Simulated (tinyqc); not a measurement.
Extended Hueckel theory, for H4, step by step. One step of it, computed by the program tinyqc.

Problem. Mulliken analysis. P = C n C^T; charge = valence electrons (H 1) minus the sum of (P S)_ii on the atom; overlap population = 2 sum P_ij S_ij between two atoms.

coefficients:
```
            MO1        MO2        MO3        MO4
1H 1s  0.326889   0.551197   0.663877   0.961686
2H 1s  0.326889   0.551197  -0.663877  -0.961686
3H 1s  0.326889  -0.551197   0.663877  -0.961686
4H 1s  0.326889  -0.551197  -0.663877   0.961686
```

occupations: 2.000000  2.000000  0.000000  0.000000

overlap S:
```
          1H 1s     2H 1s     3H 1s     4H 1s
1H 1s  1.000000  0.581223  0.453411  0.304951
2H 1s  0.581223  1.000000  0.304951  0.453411
3H 1s  0.453411  0.304951  1.000000  0.581223
4H 1s  0.304951  0.453411  0.581223  1.000000
```

Give: charges; Overlap populations.

Solution.

charges: 1H 0.000, 2H 0.000, 3H 0.000, 4H 0.000

Overlap populations:
```
pair      value
2-1    0.954773
3-1   -0.357218
3-2   -0.240254
4-1   -0.240254
4-2   -0.357218
4-3    0.954773
```
